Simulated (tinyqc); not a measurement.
From boundary energy back to tilt angle theta: straight dislocations in isotropic elasticity: fields, energies, partials, Peierls stress and walls. Computed by tinyqc, a small Python program. Command: `OMP_NUM_THREADS=1 python tinyqc.py 3025001 3025002 out.jsonl disloc inv`. One thread of a shared host (Intel(R) Xeon(R) Processor @ 2.30GHz), about 0.01 s of CPU time with the checks.

The line runs along z, the glide plane is y = 0, and beta is the angle between b and the line (0 screw, 90 degrees edge): b_e = b sin(beta) along +x with the extra half plane at y > 0, b_s = b cos(beta). Stress is positive in tension.

Inputs (values chosen for the exercise, modelled on GaAs):
```
quantity,value,unit
shear modulus G,50.2,GPa
Poisson ratio nu,0.232,-
Burgers vector b,4,angstrom
core radius r0/b,2,-
```

Method. A symmetric tilt wall of edge dislocations has the spacing h = b/(2 sin(theta/2)); Read-Shockley: gamma_b = E0 theta (A - ln theta), E0 = G b/(4 pi (1 - nu)), A = 1 + ln(b/(2 pi r0)), theta in radians.

Question. A run gave the result below. Find the tilt angle theta, known to lie between 0.86 and 1.5 degrees.

boundary energy = 91.62893 mJ/m^2

Answer.

Each step takes the trial c = (a f_b - b f_a)/(f_b - f_a), f being the result less the target and a, b, c the logarithms of the listed values; c replaces end b, the old b replaces a if the sign of f changed, and otherwise f_a is halved.

Scan of the range:
```
tilt angle theta (degrees),boundary energy (mJ/m^2)
0.860,83.322
0.944,88.265
1.040,93.584
1.140,98.782
1.250,104.132
1.370,109.568
1.500,115.027
```

False position (Illinois rule, in the logarithm of the input) inside the bracket:
```
step,end a,end b,trial,boundary energy (mJ/m^2)
1,0.94400,1.04000,1.00363,91.6084
2,1.04000,1.00363,1.00400,91.6288
3,1.04000,1.00400,1.00400,91.6290
4,1.00400,1.00400,1.00400,91.6289
```

Boundary energy rises at every point of a 13-point scan of the range (every second point is shown), so one value fits; it is bracketed by 0.944 and 1.04. Answer: tilt angle theta = 1.004 degrees.
